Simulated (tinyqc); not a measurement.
Electron continuity equation in a given potential, Scharfetter-Gummel discretisation: two steps of the calculation.

Steady state in one dimension: J = q mu n E + q D dn/dx with E = -dpsi/dx and D = mu Vt, dJ/dx = 0, fixed densities nL and nR at the ends. The potential is given, psi = 0 for x < L/2 and U (2 x/L - 1) beyond, and is not changed by the electrons.

Parameters, values chosen for the exercise; mobility close to that of gallium arsenide at room temperature:

| symbol | value | unit | meaning |
|---|---|---|---|
| T | 300 | K | temperature |
| mu | 8140 | cm^2/(V s) | electron mobility |
| L | 0.63 | um | length of the region |
| nL | 5.6e15 | cm^-3 | density at x = 0 |
| nR | 0 | cm^-3 | density at x = L |

Constants: q = 1.602176634e-19 C, kB = 1.380649e-23 J/K, Vt = kB T/q. Results are converted to the units shown.

Task 1. Bernoulli factors. d_i = (psi_(i+1) - psi_i)/Vt; B(d) = d/(exp(d) - 1), B(0) = 1. The flux on interval i is J_i = (q D/h) [n_(i+1) B(d_i) - n_i B(-d_i)].

psi, node 0 to 12 (V): 0.0000000  0.0000000  0.0000000  0.0000000  0.0000000  0.0000000  0.0000000  0.2000000  0.4000000  0.6000000  0.8000000  1.0000000  1.2000000

Find: d_i; B(d_i); B(-d_i).

Result 1.

```
interval     d_i     B(d_i)  B(-d_i)
0         0.0000     1.0000   1.0000
1         0.0000     1.0000   1.0000
2         0.0000     1.0000   1.0000
3         0.0000     1.0000   1.0000
4         0.0000     1.0000   1.0000
5         0.0000     1.0000   1.0000
6         7.7363  0.0033797   7.7397
7         7.7363  0.0033797   7.7397
8         7.7363  0.0033797   7.7397
9         7.7363  0.0033797   7.7397
10        7.7363  0.0033797   7.7397
11        7.7363  0.0033797   7.7397
```

The largest |d_i| is 7.74, above 2, where central differences lose the sign pattern that keeps densities positive.

Task 2. Tridiagonal system for the inner nodes. Row i (1 to 11): B(-d_(i-1)) n_(i-1) + b_i n_i + B(d_i) n_(i+1) = f_i with b_i = -B(-d_i) - B(d_(i-1)) and f_i = 0; the known end values are moved to the right: f_1 loses B(-d_0) nL and f_11 loses B(d_11) nR. h = L/12, D = mu Vt.

```
interval        B(d_i)    B(-d_i)
0                    1          1
1                    1          1
2                    1          1
3                    1          1
4                    1          1
5                    1          1
6         0.0033796631  7.7397251
7         0.0033796631  7.7397251
8         0.0033796631  7.7397251
9         0.0033796631  7.7397251
10        0.0033796631  7.7397251
11        0.0033796631  7.7397251
```

Give: diagonal b; right side f.

Result 2.

```
node  diagonal b  right side f (cm^-3)
1        -2.0000            -5.6000e15
2        -2.0000                     0
3        -2.0000                     0
4        -2.0000                     0
5        -2.0000                     0
6        -8.7397                     0
7        -7.7431                     0
8        -7.7431                     0
9        -7.7431                     0
10       -7.7431                     0
11       -7.7431                     0
```

Range of the model: The drift velocity mu E exceeds 1e7 cm/s somewhere, where real mobilities no longer stay constant.

Numbers from tinyqc (`OMP_NUM_THREADS=1 python tinyqc.py 2220051 2220052 out.jsonl`; about 0.01 s on one thread of a shared Intel Xeon 2.30GHz).
